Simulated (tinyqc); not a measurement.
The basis set: RHF and MP2 along a ladder of basis sets, for H4, spin multiplicity 1. Computed by the program tinyqc with PySCF. Same geometry throughout; the dipole is taken about the origin.

Geometry (angstrom):

| atom | x | y | z |
|---|---|---|---|
| H | 0.0000 | 0.0000 | 0.0000 |
| H | 0.0000 | 0.0000 | 0.7520 |
| H | 0.0000 | 1.0480 | 0.0000 |
| H | 0.0000 | 1.0480 | 0.7520 |

RHF and frozen-core MP2 in a ladder of bases:

| basis | functions | E(RHF) (hartree) | E(MP2 corr) (hartree) | HOMO (eV) | LUMO (eV) | dipole (debye) |
|---|---|---|---|---|---|---|
| sto-3g | 4 | -1.945484 | -0.034853 | -8.8062 | 11.0999 | 0.0000 |
| 3-21g | 8 | -2.020636 | -0.041791 | -10.2355 | 3.7702 | 0.0000 |
| 6-31g | 8 | -2.029655 | -0.041902 | -10.3358 | 3.3471 | 0.0000 |
| 6-31g** | 20 | -2.047856 | -0.064025 | -10.0884 | 3.4579 | 0.0000 |
| cc-pvdz | 20 | -2.045502 | -0.063978 | -10.0446 | 2.9224 | 0.0000 |
| aug-cc-pvdz | 36 | -2.046290 | -0.066459 | -10.1026 | 1.1966 | 0.0000 |
| cc-pvtz | 56 | -2.054279 | -0.076882 | -10.1096 | 2.5194 | 0.0000 |

What does the comparison show, and why?

From cc-pVDZ to cc-pVTZ the RHF energy falls by 8.8 mhartree and the correlation energy by 12.9. If valence correlation converges as X^-3, (27 E(T) - 8 E(D))/19 gives -0.0823 hartree, a rough estimate from such small X that usually falls short; STO-3G holds about 42 % of it. Beyond STO-3G the LUMO moves by 2.6 eV and the HOMO by 0.3 eV.
